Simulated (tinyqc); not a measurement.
Strained alloy layer of InAs and AlAs on (001) InP, model-solid band line-up: one step of the calculation.

The layer is x parts of the first compound and 1 - x of the second, grown coherently on the third as substrate and barrier. Rows of the table: lattice constant a, average valence level Ea on an absolute scale, spin-orbit splitting so, gaps at Gamma, X and L, hydrostatic deformation potentials av and ac (Gamma), shear potential b, elastic constants, electron and heavy-hole (along z) masses. All are interpolated linearly in x; gaps get -C x (1 - x), taken wholly in the conduction band; real line-ups can differ from this model by 0.1 eV or more.

Problem. Relaxed alloy and strain. In-plane strain e = (a_substrate - a)/a, e_z = -2 (c12/c11) e, volume change 2 e + e_z.

Inputs (values chosen for the exercise): fraction of the first compound in the layer x = 0.46; bowing of the Gamma gap CG = 0.7 eV; bowing of the X gap CX = 0 eV; bowing of the L gap CL = 0 eV.

Binary compounds, values chosen for the exercise:
```
              close to InAs  close to AlAs  close to InP
a (angstrom)          6.058          5.661         5.869
Ea (eV)               -6.67          -7.49         -7.04
so (eV)               0.379          0.283         0.111
EG (eV)               0.352           3.04          1.36
EX (eV)                1.36           2.17          2.18
EL (eV)                1.07           2.36          1.95
av (eV)               0.995           2.46          1.25
ac (eV)               -5.01          -5.63         -5.07
b (eV)                -1.83           -1.5         -1.71
c11 (GPa)                84            126           100
c12 (GPa)              45.9           53.6            56
me (m0)              0.0231          0.149        0.0805
mh (m0)               0.329          0.464         0.535
```

Wanted: a; Gamma gap; X gap; L gap; e; e_z; volume change.

Solution.

a = 5.844 angstrom
Gamma gap = 1.630 eV
X gap = 1.797 eV
L gap = 1.767 eV
e = 0.4343 %
e_z = -0.4076 %
volume change = 0.4610 %

The relaxed alloy has its lowest gap at Gamma (direct). The layer is under tensile in-plane strain.

Computed by the program tinyqc: `OMP_NUM_THREADS=1 python tinyqc.py 2690022 2690023 out.jsonl`, one thread of a shared Intel Xeon 2.30GHz, about 0.01 s for the whole run.
